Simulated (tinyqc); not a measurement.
Dielectric confinement in a thin film (image charges), step by step. Values are carried at full precision from step to step, so a last printed digit may differ when a step is redone from the rounded ones.

A film |z| < t/2 of dielectric constant eps between half-spaces of dielectric constant e2; lam = (eps - e2)/(eps + e2), q = e^2/(4 pi eps0). The self-energy of a band edge is taken with the high-frequency value, e2 = eh, and the field of a fixed ion with the static one, e2 = eo. A charge at z has images lam^|n| at n t + (-1)^n z. Its self-energy is S(z) = (q/2 eps) sum over n >= 1 of lam^n [1/(n t - 2z) + 1/(n t + 2z)] for odd n and 2 lam^n/(n t) for even n; at the centre S(0) = -(q/(eps t)) ln(1 - lam).

Constants: e^2/(4 pi eps0) = 14.39964547 eV angstrom; hbar^2/2m0 = 3.80998211 eV angstrom^2; Ry = 13.60569312 eV.

Inputs chosen for the exercise (near those of a Si (100) film, two-fold valleys, in vacuum; not measured data): t = 30 angstrom (film thickness); eps = 11.8 (dielectric constant of the film); eh = 1 (high-frequency dielectric constant outside); mz = 0.95 m0 (mass across the film); eo = 1 (static dielectric constant outside); m = 0.183 m0 (mass in the plane).

## Images for a charge at the centre

Give lam, the first five terms (q/eps) lam^n/(n t), their sum and the closed form.

lam = 0.8438

terms (meV): 34.32  14.48  8.14  5.15  3.48

sum of five = 65.58 meV
S(0) = 75.51 meV

The surroundings screen less than the film, so the images repel and each band edge moves outwards: the gap changes by about 2 S = +151 meV.

## Self-energy across the film

S at 2z/t = 0, 0.2, 0.4, 0.6, 0.8 and 0.9, summed to n = 399.

Self-energy:
```
2z/t  z (angstrom)  S (meV)
0.0            0.0    75.51
0.2            3.0    76.98
0.4            6.0    82.22
0.6            9.0    95.23
0.8           12.0   137.28
0.9           13.5   222.79
```

Towards the wall S diverges as (q lam/4 eps)/(distance), an artefact of the abrupt interface that the vanishing envelope makes harmless.

## Shift of the subband edge

First order: <S> over the envelope (2/t) cos^2(pi z/t), beside the confinement energy c (pi/t)^2/mz, c = hbar^2/2m0.

<S> = 83.17 meV
confinement energy = 43.98 meV

|<S>| is 1.89 times the confinement energy; the first goes as 1/t and the second as 1/t^2, so they are equal at t = 16 angstrom.

## Binding of a donor

Donor at the centre, lam from the static eo, trial function cos(pi z/t) exp(-rho/l): E(l) = c/(m l^2) - (q/eps) times the integral over k of F(k t) (1 + (k l/2)^2)^(-3/2), with F(x) = F0 + 2 lam exp(-x) G/(1 - lam exp(-x)), F0 = 2[(1 - exp(-x/2))/x + x (1 + exp(-x/2))/(x^2 + 4 pi^2)], G = 2 sinh(x/2)[1/x - x/(x^2 + 4 pi^2)]; c = hbar^2/2m0. The binding energy is -E at the minimum, counted from the subband edge with its self-energy.

Minimise over l with and without images (lam = 0); Ry* = Ry m/eps^2.

Donor:
```
case         l (angstrom)  binding (meV)  in Ry*
no images            26.6           43.1    2.41
with images          21.7          177.5    9.92
```

Ry* = 17.88 meV

The images change the binding by +134.4 meV, against -2 (q/(eps t)) ln(1 - lam) = +151.0 meV for an orbit much smaller than t. At 300 K the binding is 6.9 kB T, which hinders ionisation.

## Checks

- S(0) from the series against the closed form, meV: both 75.51.
- F(2.3) for lam = 0.8438 from a direct sum over images against the closed form: both 0.9309.

(tinyqc, `OMP_NUM_THREADS=1 python tinyqc.py 1281506 1281507 out.jsonl`, Intel(R) Xeon(R) Processor @ 2.30GHz, 1 thread, shared host, about 0.04 s.)
